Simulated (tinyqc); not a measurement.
## Thin-film transistor with exponential tail and deep states, accumulation layer: effect of the total density of deep states

An undoped film in accumulation, thicker than the space-charge layer. With band bending psi the Fermi level lies E0 - psi below the band edge. Free electrons n = n0 exp(psi/Vt) carry the current; electrons in two exponential distributions of traps, a = a0 exp(psi/Va) and d = d0 exp(psi/Vp), do not. Linear regime, ohmic contacts, traps in equilibrium.

Va = kB Tt/q, Vp = kB Td/q; n0 = Nc exp(-E0/Vt), a0 = Nt th(T/Tt) exp(-E0/Va), d0 = Nd th(T/Td) exp(-E0/Vp), th(x) = pi x/sin(pi x). G(psi) = sum over the three kinds of c0 [V (exp(psi/V) - 1) - psi], field F = sqrt(2 q G/(eps0 eps_r)); Vg = psi + eps0 eps_r F/Ci at the surface. Total charge Q = Ci (Vg - psi_s); free charge Qf = q times the integral of n0 (exp(psi/Vt) - 1)/F over psi from 0 to psi_s; I = (W/L) mb Qf Vd; effective mobility mb Qf/Q.

Inputs (values chosen for the exercise); values close to those of an organic semiconductor:

| symbol | value | unit | meaning |
|---|---|---|---|
| T | 250 | K | temperature |
| eps_r | 3.2 |  | relative permittivity of the semiconductor |
| Nc | 8.2e19 | cm^-3 | density of extended states |
| mb | 2.9 | cm^2/(V s) | band mobility |
| Nt | 1.3e20 | cm^-3 | total density of tail states |
| Tt | 390 | K | characteristic temperature of the tail |
| Td | 1150 | K | characteristic temperature of the deep states |
| E0 | 0.67 | eV | bulk Fermi level below the band edge |
| Ci | 100 | nF/cm^2 | gate capacitance |
| WL | 2 |  | ratio W/L |
| Vd | 0.2 | V | drain voltage |
| Vg | 2.4 | V | gate voltage above flat band |

Constants: q = 1.602176634e-19 C, kB = 1.380649e-23 J/K, Vt = kB T/q, eps0 = 8.8541878128e-14 F/cm where lengths are in cm. Results are converted to the units shown.

Results:
```
Nd (cm^-3),E0 - psi_s (eV),Q (nC/cm^2),free share (%),effective mobility (cm^2/(V s)),I (nA)
3.3e16,0.1107,184.1,2.051,0.05949,4.380
8e16,0.1108,184.1,2.032,0.05892,4.338
1.9e17,0.1111,184.1,1.987,0.05763,4.244
4.7e17,0.1120,184.2,1.883,0.05460,4.023
1.1e18,0.1139,184.4,1.676,0.04861,3.585
6.6e18,0.1314,186.1,0.6463,0.01874,1.395
```

Estimate the missing row, Nd = 2.7e18 cm^-3.

Computed row:
```
Nd (cm^-3),E0 - psi_s (eV),Q (nC/cm^2),free share (%),effective mobility (cm^2/(V s)),I (nA)
2.7e18,0.1188,184.9,1.264,0.03666,2.711
```

With this row back in the table: As Nd goes from 3.3e16 to 6.6e18 cm^-3, the free share falls from 2.05 to 0.646 %, the distance of the Fermi level from the edge rises from 0.111 to 0.131 eV and the current falls from 4.38 to 1.40 nA. Q varies by only 1.1 %: the gate sets the charge, the traps decide how much of it moves.

Program tinyqc, `OMP_NUM_THREADS=1 python tinyqc.py 2610131 2610132 out.jsonl`; Intel Xeon 2.30GHz, shared host, one thread, about 0.01 s.
